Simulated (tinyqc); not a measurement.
Decay across the direct gap: complex band structure along [001] in sp3s* tight binding.

For k = (0, 0, kz) the phase sums are g0 = cos(phi) and g3 = i sin(phi), phi = kz a/4, and the s, pz, s* orbitals of anion (a) and cation (c) decouple from px, py. With z = exp(i phi), H(z) = H0 + z T + T^T/z for any complex z. H0 is diagonal (Esa, Epa, Exa, Esc, Epc, Exc). The anion-cation block is B(z) = z U + W/z and the cation-anion block z W^T + U^T/z, where U has Vss/2 (s,s), Vsapc/2 (s,z), -Vscpa/2 (z,s), Vxx/2 (z,z), Vxapc/2 (s*,z), -Vpaxc/2 (z,s*), and W has the same values with the s-z and s*-z signs reversed. |z| = 1 is a band state, |z| < 1 decays along [001] as exp(-kappa d) over a distance d, kappa = -(4/a) ln|z|. No spin-orbit coupling.

Constants: hbar^2/2m0 = 3.80998211 eV angstrom^2.

Inputs chosen for the exercise (out of a larger set: near a published set for InP, fitted to gaps, whose masses and valley positions are rough (light masses up to twice too heavy); not measured data): p = (-8.527, 0.874, -1.485, 4.023, 8.285, 7.109, -5.353, 1.869, 4.232, 2.218, 5.584, 3.448, 4.493) eV (order Esa, Epa, Esc, Epc, Exa, Exc, Vss, Vxx, Vxy, Vsapc, Vscpa, Vxapc, Vpaxc); a = 5.866 angstrom (lattice constant).

Ev = 0.00469 eV
EG (direct gap) = 1.39650 eV

masses of this model, from the curvature at Gamma (m0): m_lh 0.09396, m_e 0.12132

kappa of the imaginary branch at Gamma against three formulas: parabolic from the valence edge, sqrt(m_lh E/c); parabolic from the conduction edge, sqrt(m_e (EG - E)/c); two-band (Franz), sqrt(m E (1 - E/EG)/c) with m = 2 m_lh m_e/(m_lh + m_e). E from Ev; c = hbar^2/2m0.

kappa (1/angstrom):

| E/EG | E (eV) | tight binding | parabolic, valence | parabolic, conduction | two-band |
|---|---|---|---|---|---|
| 0.05 | 0.0698 | 0.0406 | 0.0415 | 0.2055 | 0.0429 |
| 0.15 | 0.2095 | 0.0671 | 0.0719 | 0.1944 | 0.0704 |
| 0.25 | 0.3491 | 0.0822 | 0.0928 | 0.1826 | 0.0853 |
| 0.35 | 0.4888 | 0.0915 | 0.1098 | 0.1700 | 0.0940 |
| 0.50 | 0.6982 | 0.0976 | 0.1312 | 0.1491 | 0.0985 |
| 0.65 | 0.9077 | 0.0950 | 0.1496 | 0.1248 | 0.0940 |
| 0.75 | 1.0474 | 0.0875 | 0.1607 | 0.1054 | 0.0853 |
| 0.85 | 1.1870 | 0.0733 | 0.1711 | 0.0817 | 0.0704 |
| 0.95 | 1.3267 | 0.0455 | 0.1809 | 0.0472 | 0.0429 |

The branch joins the light-hole and conduction bands and peaks, among these rows, at E/EG = 0.50 with kappa = 0.0976 1/angstrom. At mid-gap the parabola from the conduction edge is +53 % off and the two-band form +0.9 %; over 5 nm the parabola would misstate exp(-2 kappa d) by a factor 173.

(tinyqc, `OMP_NUM_THREADS=1 python tinyqc.py 1451918 1451919 out.jsonl`, Intel(R) Xeon(R) Processor @ 2.30GHz, 1 thread, shared host, about 0.01 s.)
